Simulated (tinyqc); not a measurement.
Inside a calculation. Method: extended Hueckel theory, for H6. One step of it, computed by the program tinyqc.

Question. Orbitals. Solve H C = S C e through S^(-1/2); fill by pairs from the bottom, a degenerate level sharing its electrons equally; each orbital has its largest coefficient positive (the first on a tie).

H (eV), order 1H 1s, 2H 1s, 3H 1s, 4H 1s, 5H 1s, 6H 1s:
$$\begin{pmatrix}
-13.600000 & -15.032665 & -4.337559 & -1.212198 & -0.218964 & -0.046794 \\
-15.032665 & -13.600000 & -12.549799 & -4.337559 & -0.908201 & -0.218964 \\
-4.337559 & -12.549799 & -13.600000 & -15.032665 & -4.330650 & -1.210018 \\
-1.212198 & -4.337559 & -15.032665 & -13.600000 & -12.534684 & -4.330650 \\
-0.218964 & -0.908201 & -4.330650 & -12.534684 & -13.600000 & -15.032665 \\
-0.046794 & -0.218964 & -1.210018 & -4.330650 & -15.032665 & -13.600000
\end{pmatrix}$$

overlap S, order 1H 1s, 2H 1s, 3H 1s, 4H 1s, 5H 1s, 6H 1s:
$$\begin{pmatrix}
1.000000 & 0.631625 & 0.182250 & 0.050933 & 0.009200 & 0.001966 \\
0.631625 & 1.000000 & 0.527302 & 0.182250 & 0.038160 & 0.009200 \\
0.182250 & 0.527302 & 1.000000 & 0.631625 & 0.181960 & 0.050841 \\
0.050933 & 0.182250 & 0.631625 & 1.000000 & 0.526667 & 0.181960 \\
0.009200 & 0.038160 & 0.181960 & 0.526667 & 1.000000 & 0.631625 \\
0.001966 & 0.009200 & 0.050841 & 0.181960 & 0.631625 & 1.000000
\end{pmatrix}$$

valence electrons = 6

Give: orbital energies; occupations; coefficients; sum of one-electron energies.

Answer.

orbital energies (eV): [-19.4495, -17.7592, -14.1039, -2.3384, 13.2634, 38.2237]

occupations: [2.0000, 2.0000, 2.0000, 0.0000, 0.0000, 0.0000]

coefficients, order 1H 1s, 2H 1s, 3H 1s, 4H 1s, 5H 1s, 6H 1s:
$$\begin{pmatrix}
0.1850 & -0.3666 & 0.4920 & 0.6907 & -0.7749 & 0.5301 \\
0.2685 & -0.3782 & 0.1987 & -0.4516 & 1.0253 & -0.9917 \\
0.3273 & -0.1353 & -0.4403 & -0.6092 & -0.4022 & 1.3349 \\
0.3272 & 0.1354 & -0.4408 & 0.6093 & -0.4042 & -1.3332 \\
0.2681 & 0.3787 & 0.1984 & 0.4516 & 1.0269 & 0.9887 \\
0.1847 & 0.3671 & 0.4915 & -0.6905 & -0.7761 & -0.5286
\end{pmatrix}$$

sum of one-electron energies = -102.6254 eV
